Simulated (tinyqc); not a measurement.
## Gap and radiative efficiency from Jsc and Voc

Inverse problem. Photon flux above E from a black body at temperature T into a hemisphere: Phi(E, T) = A sum_k exp(-k E/th)[E^2 th/k + 2 E th^2/k^2 + 2 th^3/k^3], k = 1, 2, ..., with th = kB T/q in eV and A = 2 pi q^3/(h^3 c^2). A cell with a sharp absorption edge has Jsc = q F Phi(Eg, Ts) and Voc = Vt ln(1 + Jsc/J0), J0 = q ge Phi(Eg, T)/ERE. Find Eg and ERE.

Parameters, values chosen for the exercise:
- T = 298 K (cell temperature)
- Ts = 1200 K (emitter temperature)
- F = 0.92 (share of the hemisphere filled by the emitter)
- ge = 1 (number of faces that emit)

Constants: q = 1.602176634e-19 C, kB = 1.380649e-23 J/K, h = 6.62607015e-34 J s, c = 299792458 m/s, Vt = kB T/q. Results are converted to the units shown.

Jsc = 586.234114 mA/cm^2
Voc = 0.573313746 V

Answer. Phi falls steadily with E, so Jsc fixes Eg; Voc gives J0, and its ratio to the radiative dark current is 1/ERE.

Eg = 0.7900 eV
ERE = 0.1000

Numbers from tinyqc (`OMP_NUM_THREADS=1 python tinyqc.py 2820117 2820118 out.jsonl`; about 0.01 s on one thread of a shared Intel Xeon 2.30GHz).
